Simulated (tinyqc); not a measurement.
Changing the cell length L: finite-size error of a charged defect in a periodic cell: Madelung and Makov-Payne terms. Computed by tinyqc, a small Python program. Command: `OMP_NUM_THREADS=1 python tinyqc.py 3007080 3007081 out.jsonl imagecharge sweep`. One thread of a shared host (Intel(R) Xeon(R) Processor @ 2.30GHz), about 0.07 s of CPU time with the checks.

L is the cube root of the cell volume. The defect charge is a Gaussian, rho(r) = q (2 pi sigma^2)^(-3/2) exp(-r^2/2 sigma^2), repeated periodically in a uniform neutralising background and screened by a continuum. The model cell energy is E(L) = E_0 + [periodic - isolated electrostatic energy].

Inputs (values chosen for the exercise, with screening close to that of CdS):
```
quantity                                     value      unit
charge q                                         2         e
dielectric constant eps                       8.81         -
width sigma of the defect charge               1.7  angstrom
formation energy of the isolated defect E_0  2.898        eV
```

Supercell lattice: sc. Screening: isotropic.

Constants: e^2/(4 pi eps_0) = 14.39964548 eV angstrom.

Method:
- Cell vectors: (1,0,0), (0,1,0), (0,0,1), scaled to volume L^3.
- Ewald sum for a unit point charge: scale each Cartesian component of the cell by 1/sqrt(eps_i), giving R', G' and V'; E = [ (1/2) sum erfc(eta R')/R' + (2 pi/V') sum exp(-G'^2/4 eta^2)/G'^2 - eta/sqrt(pi) - pi/(2 V' eta^2) ] e^2/(4 pi eps_0) / sqrt(eps_x eps_y eps_z), over n_i = -6..6, omitting n = (0,0,0), eta = 2/V'^(1/3). alpha = -2 E eps_g L/(e^2/(4 pi eps_0)), eps_g = (eps_x eps_y eps_z)^(1/3).
- Periodic energy of the Gaussian: (2 pi q^2/V) sum_(G != 0) exp(-sigma^2 G^2)/(G.eps.G) x e^2/(4 pi eps_0), n_i = -k..k with k = max(9, L/sigma rounded up). Isolated energy: q^2/(2 sqrt(pi) sigma) <1/(n.eps.n)> e^2/(4 pi eps_0), the mean over directions n, here 1/eps.

One run for each value:
```
cell length L (angstrom)  finite-size error (eV)  point-charge correction -q^2 E (eV)  E(L) (eV)
6.5                                       -1.016                                1.427      1.882
8.1                                       -0.923                                1.145      1.975
10.0                                      -0.809                                0.927      2.089
13.0                                      -0.659                                0.713      2.239
16.0                                      -0.551                                0.580      2.347
19.0                                      -0.471                                0.488      2.427
24.0                                      -0.378                                0.386      2.520
30.0                                      -0.305                                0.309      2.593
```

Over the rows, finite-size error (eV) rises from -1.02 to -0.305 (exponent d ln y / d ln x -0.43 between the first rows and -0.96 between the last); point-charge correction -q^2 E (eV) falls from 1.43 to 0.309 (exponent d ln y / d ln x about -1.0 throughout); E(L) (eV) rises from 1.88 to 2.59 (exponent d ln y / d ln x 0.22 between the first rows and 0.13 between the last). At the high end the exponent of finite-size error is -0.96, close to -1: the Madelung term rules in large cells. The exponent of point-charge correction -q^2 E stays at -1: the Madelung term goes as 1/L.

Caution (rows 6.50, 8.10): the nearest image is closer than five widths, so the tails of the charge clouds overlap and the expansion in 1/L is no longer exact.
